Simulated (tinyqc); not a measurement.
What each parameter does: two-dimensional electron gas with Rashba and Dresselhaus coupling.

H = c k^2/m + al (ky sx - kx sy) + b1 (kx sx - ky sy) + gam kx ky (kx sy - ky sx), s the Pauli matrices, x = [100], c = hbar^2/2m0, b1 = gam (pi/L)^2 (hard walls). H = c k^2/m + B.s, so E = c k^2/m -/+ |B| and the lower state has its spin along -B.

Constants: hbar^2/2m0 = 3.80998211 eV angstrom^2.

Values chosen for the exercise (of the size met in InSb; not measured data):
- m = 0.0134 m0 (mass)
- al = 0.43 eV angstrom (Rashba constant)
- gam = 320.7 eV angstrom^3 (bulk Dresselhaus constant)
- L = 157 angstrom (width of the (001) well)
- n = 13 1e11/cm^2 (sheet density (one subband filled))

Splittings 2|B| at k0 = sqrt(2 pi n) along [100], [110] and [-110], and E0 = c k0^2/m; 1e11/cm^2 = 1e-5/angstrom^2.

Results for these values:
```
case  [100] (meV)  [110] (meV)  [-110] (meV)  E0 (meV)
base      25.6513      24.4321       24.7254    232.24
```

What happens to each result for L = 177 angstrom, all else kept?

Answer: [100] falls from 25.6513 to 25.2481; [110] falls from 24.4321 to 22.8671; [-110] rises from 24.7254 to 26.2905; E0 does not change at the printed digits.

The same for each parameter in turn:
```
case                        [100] (meV)  [110] (meV)  [-110] (meV)  E0 (meV)
base                            25.6513      24.4321       24.7254    232.24
m = 0.01474 m0                  25.6513      24.4321       24.7254    211.13
al = 0.516 eV angstrom          30.3941      29.3478       29.6412    232.24
gam = 384.84 eV angstrom^3      26.1093      24.4028       24.7548    232.24
L = 177 angstrom                25.2481      22.8671       26.2905    232.24
n = 19.5 1e11/cm^2              31.4163      25.3385       34.8669    348.36
```

Run: tinyqc, `OMP_NUM_THREADS=1 python tinyqc.py 1481954 1481955 out.jsonl`; Intel(R) Xeon(R) Processor @ 2.30GHz, one thread, shared host; about 0.01 s of CPU time with all checks.
